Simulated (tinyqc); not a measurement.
## Tail temperature from the power law

Inverse problem. When tail states hold most of the charge, the linear current goes as I = A (Vg - VT)^g with g = 2 Tt/T - 1. Find g, Tt and the tail width kB Tt.

Parameters, values chosen for the exercise:

| symbol | value | unit | meaning |
|---|---|---|---|
| T | 290 | K | temperature |

Constants: q = 1.602176634e-19 C, kB = 1.380649e-23 J/K, Vt = kB T/q. Results are converted to the units shown.

I at Vg - VT = 2.1 and 3.2 V (nA): [3.8532943, 7.8509454]

Answer. g is the slope of ln I against ln(Vg - VT).

g = 1.690
Tt = 390.0 K
kB Tt = 33.61 meV

Numbers from tinyqc (`OMP_NUM_THREADS=1 python tinyqc.py 2610125 2610126 out.jsonl`; about 0.02 s on one thread of a shared Intel Xeon 2.30GHz).
